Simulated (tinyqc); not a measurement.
Printed widths: electron-beam lithography: double-Gaussian proximity function, edge placement and dose correction for parallel lines. Computed by tinyqc, a small Python program. Command: `OMP_NUM_THREADS=1 python tinyqc.py 3110469 3110470 out.jsonl proximity walk`. One thread of a shared host (Intel(R) Xeon(R) Processor @ 2.30GHz), about 0.01 s of CPU time with the checks.

Lines are infinitely long. Absorbed energy is counted so that the middle of a very large area written at dose 1 receives 1; the resist develops where it exceeds 1/2.

Inputs (values chosen for the exercise, of the order of those for 20 keV electrons in resist on silicon): forward range alpha = 0.019 micrometre; backscatter range beta = 2.3 micrometre; backscatter ratio eta = 0.48.

line widths (micrometre): [0.034, 0.34, 0.66, 0.034, 1.7]

gaps between the lines (micrometre): [0.12, 1.2, 0.075, 0.086]

Method:
- The first line starts at x = 0; each next one starts after the width and the gap.
- f(r) = [exp(-r^2/alpha^2)/alpha^2 + eta exp(-r^2/beta^2)/beta^2]/(pi (1 + eta)). A line from a to b at dose d gives E(x) = d [S(alpha) + eta S(beta)]/(1 + eta), S(s) = [erf((b - x)/s) - erf((a - x)/s)]/2.
- M_ij is the mean of E at the two edges of line i from line j at dose 1.
- Uncorrected edge energies are M 1. Solve M d = 1/2 for the doses d that put the mean edge energy of every line at the threshold.
- Edges are the roots of E(x) = 1/2 between a line centre and the middle of the next gap. Three cases: dose 1 everywhere; one common dose equal to the mean of d; the corrected doses.

Lines (micrometre):
```
line  left edge  right edge  centre
1         0.000       0.034   0.017
2         0.154       0.494   0.324
3         1.694       2.354   2.024
4         2.429       2.463   2.446
5         2.549       4.249   3.399
```

corrected doses: 1 1.26189, 2 1.20606, 3 0.98619, 4 0.96159, 5 1.00768

Width error, printed less drawn (nm):
```
line  drawn width (nm)   dose 1  mean dose  corrected
1                   34  -10.233    -5.7732   0.000103
2                  340   -7.637    -3.6533   0.001256
3                  660    0.121     4.0280   0.001595
4                   34    1.054     5.0985   0.000026
5                 1700   -0.424     3.4809   0.002140
```

What does the comparison show, and why?

With the common mean dose the errors span 10.9 nm. With corrected doses the largest error is below 0.01 nm.

Extremes, crossings and ranges named in words are read from the listed rows.
